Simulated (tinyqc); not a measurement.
Comparisons within one model: heavy doping: gap narrowing, degeneracy and the minority density. A value that a table varies takes the place of the one given here.

F_j(eta) = (1/Gamma(j + 1)) integral_0^infinity x^j dx/(1 + exp(x - eta)), which tends to exp(eta) for eta << 0.

Empirical narrowing (Slotboom form, constants chosen for the exercise; published fits of this form give the apparent narrowing, here it is taken as the true one): dEg = E0 [ln(N/N0) + sqrt(ln(N/N0)^2 + C)].

Majority: N = Nv F_1/2(eta), eta the distance of EF beyond the majority band edge in kT. Degeneracy factor gam = F_1/2(eta)/exp(eta). ni0^2 = Nc Nv exp(-Eg/kT); product n p = ni0^2 gam exp(dEg/kT), dEg the true narrowing; apparent narrowing dEa = dEg + kT ln gam; minority density = n p/N.

Bipolar transistor with N as emitter doping: beta = K (N/NB) exp((dEa_B + dG - dEa_E)/kT), dEa_E = dEg(N) + kT ln gam, dEa_B = dEg(NB). For the sweep in T, Nv is scaled as (T/T0)^(3/2) from its value at T0 = T.

Constants: kB = 8.617333262e-05 eV/K.

Inputs chosen for the exercise (gap and densities of states near those of Si at this temperature; narrowing constants near the fits for Si; the results hold for these values, not for the real material):
```
symbol  value     unit    meaning
Eg      1.12      eV      gap
Nc      2.76e+19  1/cm^3  conduction-band density of states
Nv      1.11e+19  1/cm^3  valence-band density of states
T       300       K
E0      6.39      meV     narrowing scale
N0      1e+17     1/cm^3  onset density
C       0.5               smoothing constant
N       4.7e+18   1/cm^3  ionised acceptors, equal to the majority density
NB      5e+17     1/cm^3  base doping
K       5.4               ratio (D_B W_E)/(D_E W_B)
dG      120       meV     extra narrowing of the base by alloying
```

## Narrowing against degeneracy

N takes the values listed; the last column is N over the factor gam exp(dEg/kT), the doping that a simple model would need to give the same minority density.

Results:
```
N (1/cm^3)    eta      gam  dEg (meV)  dEa (meV)  minority (1/cm^3)  effective doping (1/cm^3)
3.0e+16     -5.91    0.999        1.2        1.2           1.64e+03                   2.86e+16
1.0e+17     -4.71    0.997        4.5        4.4                557                   8.42e+16
3.0e+17     -3.60    0.990       15.4       15.1                281                   1.67e+17
1.0e+18     -2.38    0.969       30.1       29.3                146                   3.22e+17
3.0e+18     -1.21    0.909       43.9       41.5               77.7                   6.03e+17
1.0e+19      0.21    0.730       59.2       51.1               33.8                   1.39e+18
3.0e+19      1.92    0.398       73.2       49.3               10.5                   4.45e+18
9.0e+19      4.70   0.0739       87.2       19.8               1.12                   4.18e+19
2.0e+20      8.21  0.00491       97.3      -40.1             0.0497                   9.43e+20
```

What can be read from the table?

dEg grows steadily to 97.3 meV, while the apparent value peaks at 51.1 meV for N = 1e+19 and falls to -40.1 meV as the Fermi level enters the band (a negative value is not met in measurements: parabolic bands with a fixed mass overstate the filling). N grows by a factor 33 from the third to the sixth row and the effective doping by 8.3: net of degeneracy, narrowing takes away 75 % of the factor gained by heavier doping.

## Current gain against temperature

Gain:
```
T (K)      beta  beta with dG = 0  without narrowing
150    9.42e+04              8.76               50.8
200    1.38e+04              13.1               50.8
250    4.40e+03              16.7               50.8
300    2.06e+03              19.9               50.8
350    1.20e+03              22.5               50.8
400         804              24.7               50.8
450         589              26.7               50.8
```

dEa_B + dG - dEa_E at T0 = 95.7 meV

What can be read from the table?

beta is 9.42e+04 at 150 K and 589 at 450 K, since the net exponent is positive: the gap is narrower in the base. At 300 K narrowing and degeneracy change the gain by a factor 0.391 and alloying the base by 104.

## What moves the minority density and the gain

All results formed anew. Each row changes one parameter from the base and keeps the others.

Results:
```
case                  dEg (meV)  dEa (meV)  minority (1/cm^3)      beta
base                      49.62      45.77               58.6  2.06e+03
N = 9.4e+18 1/cm^3        58.41      50.76               35.5  3.40e+03
E0 = 7.668 meV            59.54      55.69               86.0  1.66e+03
N0 = 2e+17 1/cm^3         40.85      37.00               41.7  2.10e+03
Eg = 1.14 eV              49.62      45.77               27.0  2.06e+03
Nv = 1.44e+19 1/cm^3      49.62      46.65               78.6  1.99e+03
NB = 1e+18 1/cm^3         49.62      45.77               58.6  1.44e+03
```

What does this show?

The largest shifts from the base row, up to three for each result and ties (the steps differ in size, so this ranks the rows, not the parameters). dEg (meV): E0 +9.92, N +8.80, N0 -8.77; unchanged at the printed digits by Eg, Nv and NB. dEa (meV): E0 +9.92, N0 -8.77, N +4.99; unchanged at the printed digits by Eg and NB. minority (1/cm^3): Eg -31.6, E0 +27.4, N -23.1; unchanged at the printed digits by NB. beta: N +1.34e+03, NB -624, E0 -403; unchanged at the printed digits by Eg.

Computed by tinyqc, a small Python program: `OMP_NUM_THREADS=1 python tinyqc.py 1650517 1650518 out.jsonl` (the numbers bound the seed that draws the inputs); one thread of a shared host (Intel(R) Xeon(R) Processor @ 2.30GHz), about 0.01 s for the whole set of steps.
